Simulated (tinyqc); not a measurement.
Inside a calculation: bond-orbital model of a tetrahedral semiconductor (Harrison's universal couplings). Values are carried at full precision from step to step, so a last printed digit may differ when a step is redone from the rounded ones.

Hybrid level eh = (es + 3 ep)/4; metallic energy V1 = (ep - es)/4 for each atom; covalent energy V2 = 3.22 hbar^2/(m d^2); polar energy V3 = (ehc - eha)/2; hbar^2/m = 2c, c = hbar^2/2m0. Polarity ap = V3/sqrt(V2^2 + V3^2), covalency ac = V2/sqrt(V2^2 + V3^2). p-p coupling at Gamma Exx = (4/3)(2.22 - 2 x 0.63) hbar^2/(m d^2) = 1.28 hbar^2/(m d^2), s-s coupling Ess = 4 x 1.32 hbar^2/(m d^2).

Constants: hbar^2/2m0 = 3.80998211 eV angstrom^2.

Inputs chosen for the exercise (near tabulated values for InAs; the model gives trends, and its gaps can be far from the real ones; shifted at random, so the results belong to these values and not to a real crystal):
```
symbol  value   unit      meaning
esc     -10.2   eV        s level, cation
epc     -5.39   eV        p level, cation
esa     -18.68  eV        s level, anion
epa     -9.07   eV        p level, anion
d       2.64    angstrom  bond length
Z       5                 valence electrons of the anion
```

## The three energies

Form the hybrid levels, V1, V2 and V3.

hbar^2/(m d^2) = 1.0933 eV

hybrid levels (eV): cation -6.5925, anion -11.4725

V1 (eV): cation 1.2025, anion 2.4025

V2, V3 (eV): [3.5205, 2.4400]

## Bond and antibond

The 2 x 2 problem [[ehc, -V2], [-V2, eha]] gives (ehc + eha)/2 -/+ sqrt(V2^2 + V3^2); ap = V3/sqrt(V2^2 + V3^2), ac = V2/sqrt(V2^2 + V3^2); the bond has weight (1 + ap)/2 on the anion.

levels (eV): bond -13.3159, antibond -4.7491

ap = 0.5696
ac = 0.8219
weight on the anion = 0.7848

## Charges

With dZ = Z - 4: effective charge Z* = 4 ap - dZ (positive on the cation); transverse charge eT* = Z* + (8/3) ap ac^2.

Z* = 1.279 e
eT* = 2.305 e

Charge that flows along the bonds as they stretch adds 1.03 e to the static value.

## Metallicity and a gap from the bond picture

Neighbouring bonds couple through V1: averaged V1b = V1c (1 - ap)/2 + V1a (1 + ap)/2 for the bond band and V1x = V1c (1 + ap)/2 + V1a (1 - ap)/2 for the antibond band. The top of the bond band lies V1b above the bond level and the bottom of the antibond band 3 V1x below the antibond level, so the gap is 2 sqrt(V2^2 + V3^2) - V1b - 3 V1x; metallicity am = (V1b + 3 V1x)/(2 sqrt(V2^2 + V3^2)).

V1b, V1x (eV): [2.1443, 1.4607]

gap = 2.040 eV
am = 0.762

The gap closes where am reaches one. The model gives trends; its gap can miss the real one by a factor of two to five, most in ratio for narrow gaps and most in eV for first-row compounds.

## Band edges at Gamma

Ev is the lower root of [[epa, Exx], [Exx, epc]] and the s-like conduction level the upper root of [[esa, Ess], [Ess, esc]], with Exx = 1.28 u and Ess = 5.28 u, u = hbar^2/(m d^2).

Exx, Ess (eV): [1.3994, 5.7727]

Ev = -9.542 eV
s-like conduction level = -7.277 eV
E0 gap = 2.264 eV

Universal couplings give the trend of E0 from compound to compound, not its value; it can miss by several eV and by a factor of two or more, and spin-orbit coupling is left out.

## Checks

- Bond level from the formula against the 2 x 2 matrix: both -13.3159.

tinyqc: `OMP_NUM_THREADS=1 python tinyqc.py 1450587 1450588 out.jsonl`; about 0.01 s, one thread, shared Intel(R) Xeon(R) Processor @ 2.30GHz.
